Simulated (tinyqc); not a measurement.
Ellipsometry and reflectance of a transparent film on an absorbing substrate: one step of the calculation.

Air (index 1), film, substrate with N2 = n2 - i k2; time factor exp(+i w t). q_j = sqrt(N_j^2 - sin^2 th), root with positive real part. Fresnel coefficients r_s = (q_a - q_b)/(q_a + q_b), r_p = (N_b^2 q_a - N_a^2 q_b)/(N_b^2 q_a + N_a^2 q_b). tan(Psi) exp(i Delta) = R_p/R_s, Delta taken from 0 to 360 degrees.

Problem. Interface coefficients and thickness period. q0, q1, q2 and the coefficients r01 and r12 for p and s; the results repeat in d with the period lam/(2 q1).

Values chosen for this exercise; indices close to those of photoresist on silicon:

| symbol | value | unit | meaning |
|---|---|---|---|
| lam | 405 | nm | wavelength |
| th | 70 | degrees | angle of incidence |
| n1 | 1.648 |  | index of the transparent film |
| n2 | 5.42 |  | index of the substrate |
| k2 | 0.329 |  | extinction coefficient of the substrate |

Give: q0; q1; q2; r01,p; r01,s; r12,p; r12,s; period.

Solution.

q0 = 0.34202
q1 = 1.3538
q2 = 5.3382-0.3340i
r01,p = -0.18616
r01,s = -0.59664
r12,p = 0.46668-0.02299i
r12,s = -0.59640+0.02015i
period = 149.57 nm

Numbers from tinyqc (`OMP_NUM_THREADS=1 python tinyqc.py 2870162 2870163 out.jsonl`; about 0.01 s on one thread of a shared Intel Xeon 2.30GHz).
